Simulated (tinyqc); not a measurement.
Changing the pressure p: adsorption as a lattice gas: isotherms with interactions, competition, desorption peaks and saturation dose. Computed by tinyqc, a small Python program. Command: `OMP_NUM_THREADS=1 python tinyqc.py 3000049 3000050 out.jsonl adsorb sweep`. One thread of a shared host (Intel(R) Xeon(R) Processor @ 2.30GHz), about 0.01 s of CPU time with the checks.

One adsorbate per site; a molecule needs 1 empty site. Gas and surface have the same temperature.

Inputs (values chosen for the exercise, for a model surface):
```
quantity,value,unit
desorption energy E,1.1,eV
prefactor nu,6.4e+12,1/s
pair energy w (positive repels),0.05,eV
neighbours z,4,-
site density N_s,5.4,1/nm^2
molecular mass M,21.7,u
sticking coefficient s0,0.0031,-
temperature T,364,K
"blocking by a second gas, K_B p_B",13,-
```

Adsorption: molecular (first order).

Constants: u = 1.6605390666e-27 kg; k_B = 1.380649e-23 J/K; k_B = 8.617333262e-05 eV/K.

Method. Flux F = p/sqrt(2 pi M k_B T); k_d = nu exp(-E/(k_B T)); s0 F (1 - theta) = N_s k_d theta, so y = s0 F/(N_s k_d), theta = y/(1 + y). With a second gas on the same sites theta = y/(1 + y + K_B p_B). With u = w/(k_B T). Mean field: theta/(1 - theta) = y exp(-z u theta). Quasi-chemical: theta/(1 - theta) = y [(r - 1 + 2 theta)(1 - theta)/((r + 1 - 2 theta) theta)]^(-z/2) exp(-z u/2), r = sqrt(1 - 4 theta (1 - theta)(1 - exp(-u))).

One run for each value:
```
pressure p (Pa),Langmuir coverage,"coverage, mean field","coverage, quasi-chemical",coverage with the second gas
6.10e-08,2.7546e-04,2.7498e-04,2.7522e-04,1.9681e-05
2.80e-07,1.2632e-03,1.2531e-03,1.2581e-03,9.0332e-05
1.30e-06,5.8378e-03,5.6330e-03,5.7320e-03,4.1926e-04
6.10e-06,2.6815e-02,2.3212e-02,2.4771e-02,1.9643e-03
2.80e-05,1.1228e-01,7.3395e-02,8.5435e-02,8.9531e-03
1.30e-04,3.6996e-01,1.6773e-01,2.0201e-01,4.0255e-02
6.10e-04,7.3371e-01,2.9534e-01,3.3452e-01,1.6445e-01
2.80e-03,9.2673e-01,4.3743e-01,4.5247e-01,4.7462e-01
1.30e-02,9.8326e-01,5.8495e-01,5.6488e-01,8.0748e-01
6.10e-02,9.9638e-01,7.2734e-01,6.8673e-01,9.5165e-01
```

Over the rows, Langmuir coverage rises from 2.75e-4 to 0.996 (exponent d ln y / d ln x 1.00 between the first rows and 0.0086 between the last); coverage, mean field rises from 2.75e-4 to 0.727 (exponent d ln y / d ln x 1.00 between the first rows and 0.14 between the last); coverage, quasi-chemical rises from 2.75e-4 to 0.687 (exponent d ln y / d ln x 1.00 between the first rows and 0.13 between the last). At the low end the exponent of Langmuir coverage is 1.00, close to 1: Henry's law. At the high end the exponent of Langmuir coverage is 0.01, close to 0: saturation.

Caution (all rows): for z u near 4 or above (near 8 on the triangular lattice, z = 6) mean field itself predicts sublattice order near half coverage (the exact threshold is higher); both uniform formulas leave ordering out.
